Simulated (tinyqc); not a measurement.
# Transfer-length model of a contact, step by step

Numbers from tinyqc (`OMP_NUM_THREADS=1 python tinyqc.py 2760105 2760106 out.jsonl`; about 0.01 s on one thread of a shared Intel Xeon 2.30GHz). Printed values are rounded.

A metal contact of length d and width W on a thin layer of the same width. The metal has no resistance, the sheet resistance under it equals Rsh, and current enters the layer at the front edge x = 0.

Values chosen for this exercise: contact length d = 0.0065 um; contact width W = 0.44 um.

## Straight-line fit

```
gap	L (um)	R_T (ohm)
1	0.16	2082.5
2	0.31	2465.1
3	0.59	3219.7
4	1.1	4575.3
```

Pairs of such contacts at gaps L have R_T = Rsh L/W + 2 Rc. The values of R_T were made from Rsh and rc with a random scatter of 2 % and are treated as data. Least squares: slope = sum (L - mean L)(R_T - mean R_T)/sum (L - mean L)^2, intercept = mean R_T - slope mean L. Rsh = slope W, Rc = intercept/2, and A = Rc/slope is half the distance from the origin to the zero of the line.

slope = 2658.41 ohm/um
intercept = 1650.11 ohm
Rsh = 1169.70 ohm/sq
Rc = 825.053 ohm
A = 0.310355 um

## Iteration 1: transfer length

Lt at the start = 0.310355 um

A = Lt coth(d/Lt) is solved for Lt, starting from Lt = A. Newton step for Lt - A tanh(d/Lt) = 0: Lt(new) = Lt - [Lt - A tanh(d/Lt)]/[1 + A d/(Lt cosh(d/Lt))^2].

Lt after iteration 1 = 0.0127297 um

## Iteration 2: transfer length

As before.

Lt after iteration 2 = 0.0251917 um

## Course of the iteration

Stop when Lt changes by less than 1e-9 of itself, or after 40 iterations.

Course of the iteration:
```
iteration	Lt (um)	relative change
1	0.0127297	0.959
2	0.0251917	0.979
3	0.0385602	0.531
4	0.0442809	0.148
5	0.0447551	0.0107
6	0.0447576	5.57e-5
7	0.0447576	1.51e-9
8	0.0447576	< 1e-13
```

Converged in 8 iterations.

## Contact resistivity

converged Lt = 0.0447576 um

rc = Rsh Lt^2. Short cuts: Rsh A^2 (long contact, Lt = A) and Rc W d (short contact, even current).

rc = 2.34320e-8 ohm cm^2
Rsh A^2 = 1.12666e-6 ohm cm^2
Rc W d = 2.35965e-8 ohm cm^2

The extracted rc is 2.4 % below the value 2.4e-8 ohm cm^2 that made the data. The long-contact form is 48.1 times the extracted value and the short-contact form 0.70 % above it; both can only overstate it.
